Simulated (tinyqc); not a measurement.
Bandgap voltage reference from two bipolar transistors: effect of the temperature coefficient of both resistors.

Two transistors of area 1 and N carry the same current I. Is(T) = Is (T/T0)^eta exp[(Vg0 q/kB)(1/T0 - 1/T)], VBE1 = Vt ln(I/Is(T)) + I rb, VBE2 = Vt ln(I/(N Is(T))) + I rb/N. The amplifier forces I R1(T) = VBE1 - VBE2 + Vos, with R(T) = R (1 + tc (T - T0)) for both resistors, and the output is Vref = VBE1 + I R2(T). Base currents and the Early effect are neglected.

Vt = kB T/q; I = (Vt ln N + Vos)/(R1(T) - rb (1 - 1/N)). Box coefficient: span of Vref between 233 and 398 K over its average over T and over 165 K. The last column is the R2 that gives zero slope at T0.

Values chosen for this exercise; values of the order met in silicon bipolar transistors:
```
symbol    value  unit                                                   meaning
T0          300     K                                     reference temperature
Vg0       1.167     V                      band-gap voltage extrapolated to 0 K
eta           4                  temperature exponent of the saturation current
Is      9.6e-17     A           saturation current of the unit transistor at T0
N            10                             area ratio of the second transistor
R1           26  kohm  resistor across which the difference of VBE falls, at T0
Vos           0    mV                                   offset of the amplifier
rb           75   ohm                  series resistance of the unit transistor
R2        278.4  kohm                                     output resistor at T0
```

Constants: q = 1.602176634e-19 C, kB = 1.380649e-23 J/K. Results are converted to the units shown.

Results:
```
tc (ppm/K)	I at T0 (uA)	Vref at T0 (V)	slope at T0 (uV/K)	box coefficient (ppm/K)	R2 for zero slope (kohm)
-2000	2.295	1.257	97.07	77.08	265.7
-1000	2.295	1.257	69.31	50.18	269.3
0	2.295	1.257	41.56	28.64	273.0
1000	2.295	1.257	13.80	16.78	276.6
3000	2.295	1.257	-41.71	47.41	283.9
```

Estimate the missing row, tc = 2000 ppm/K.

Computed row:
```
tc (ppm/K)	I at T0 (uA)	Vref at T0 (V)	slope at T0 (uV/K)	box coefficient (ppm/K)	R2 for zero slope (kohm)
2000	2.295	1.257	-13.96	30.49	280.2
```

With this row back in the table: As tc goes from -2000 to 3000, Vref stays at 1.257 V and the box coefficient goes from 77.1 through a minimum of 16.8 (at tc = 1000 among the rows listed) to 47.4 ppm/K.

Computed by the program tinyqc: `OMP_NUM_THREADS=1 python tinyqc.py 2062075 2062076 out.jsonl`, one thread of a shared Intel Xeon 2.30GHz, about 0.02 s for the whole run.
